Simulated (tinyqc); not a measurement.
Effective-mass impurity with a central-cell term, in a basis of Slater functions. From 1s binding energy back to effective mass m. Computed by tinyqc, a small Python program. Command: `OMP_NUM_THREADS=1 python tinyqc.py 3007908 3007909 out.jsonl centralcell inv`. One thread of a shared host (Intel(R) Xeon(R) Processor @ 2.30GHz), about 0.05 s of CPU time with the checks.

The envelope obeys H = -nabla^2 - (2/r) [Z + A exp(-kappa r)] in effective units, with kappa = a*/lambda; positive A deepens the well near the core.

Inputs (values chosen for the exercise, with screening close to that of ZnSe): dielectric constant eps = 9.08; charge Z of the core = 1; central-cell strength A = 2.3; central-cell range lambda = 1.9 angstrom.

Impurity: acceptor, one isotropic band.

Constants: Ry = 13.605693123 eV; a_0 = 0.529177210903 angstrom.

Method:
- Units: Ry* = Ry m/eps^2 and a* = a_0 eps/m, with m in m_0.
- kappa = a*/lambda; the hydrogenic ground state is bound by Z^2 Ry*.
- For s functions exp(-zeta r), with s = zeta_i + zeta_j: S = 2/s^3, T = zeta_i zeta_j S, V = -2 Z/s^2, W = -2 A/(s + kappa)^2; each function is normalised by dividing by sqrt(S_ii S_jj).
- Large basis: zeta_i = 0.06 x 1.6^(i-1), i = 1..22, same formulas; for p functions r exp(-zeta r): S = 24/s^5, T = zeta_i zeta_j S (centrifugal term included), V = -12 Z/s^4, W = -12 A/(s + kappa)^4; overlap eigenvalues below 1e-11 are dropped.
- Binding energies are -E Ry*; the effective quantum number is nu = Z/sqrt(-E); |psi(0)|^2 is given relative to the hydrogenic Z^3/(pi a*^3).

Problem. A run gave the result below. Find the effective mass m, known to lie between 0.46 and 0.94 m_0.

1s binding energy = 176.7751 meV

Solution.

Each step takes the trial c = (a f_b - b f_a)/(f_b - f_a), f being the result less the target and a, b, c the logarithms of the listed values; c replaces end b, the old b replaces a if the sign of f changed, and otherwise f_a is halved.

Scan of the range:
```
effective mass m (m_0)  1s binding energy (meV)
0.460                                   132.527
0.518                                   167.590
0.584                                   214.399
0.658                                   275.218
0.741                                   352.938
0.834                                   450.377
0.940                                   572.589
```

False position (Illinois rule, in the logarithm of the input) inside the bracket:
```
step     end a     end b     trial  1s binding energy (meV)
1     0.518000  0.584000  0.530334                  175.784
2     0.584000  0.530334  0.531648                  176.672
3     0.584000  0.531648  0.531920                  176.856
4     0.531648  0.531920  0.531800                  176.775
5     0.531920  0.531800  0.531800                  176.775
```

1s binding energy rises at every point of a 13-point scan of the range (every second point is shown), so one value fits; it is bracketed by 0.518 and 0.584. Answer: effective mass m = 0.5318 m_0.

Caution: the density at the core is many times hydrogenic, so the result hangs on the model potential inside one cell, where the envelope picture is weak.
